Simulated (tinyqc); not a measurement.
Thickness and doping from the maximum and minimum capacitance.

Question. A MOS capacitor has Cmax = Cox = eps0 eox/tox and 1/Cmin = 1/Cox + Wm/(eps0 eps_r), with Wm = sqrt(4 eps0 eps_r Vt ln(N/ni)/(q N)) and N well above ni. Find tox, Wm and N.

Parameters, values chosen for the exercise; band and dielectric values close to those of silicon: temperature T = 300 K; relative permittivity eps_r = 11.8; relative permittivity of the gate insulator (close to silicon dioxide) eox = 3.9.

Constants: q = 1.602176634e-19 C, kB = 1.380649e-23 J/K, Vt = kB T/q, eps0 = 8.8541878128e-14 F/cm where lengths are in cm. Results are converted to the units shown.

Cmax = 0.60581285 uF/cm^2
Cmin = 0.014168901 uF/cm^2
ni = 7.2470980e9 cm^-3

Answer. Cmax gives tox and the series difference Wm. N follows by iterating N = 4 eps0 eps_r Vt ln(N/ni)/(q Wm^2); ln(N/ni)/N falls steadily for N > e ni, so there is one root in that range.

tox = 5.700 nm
Wm = 720.1 nm
N = 1.600e15 cm^-3

tinyqc, about 0.01 s, one thread, Intel Xeon 2.30GHz (shared host): `OMP_NUM_THREADS=1 python tinyqc.py 2060160 2060161 out.jsonl`
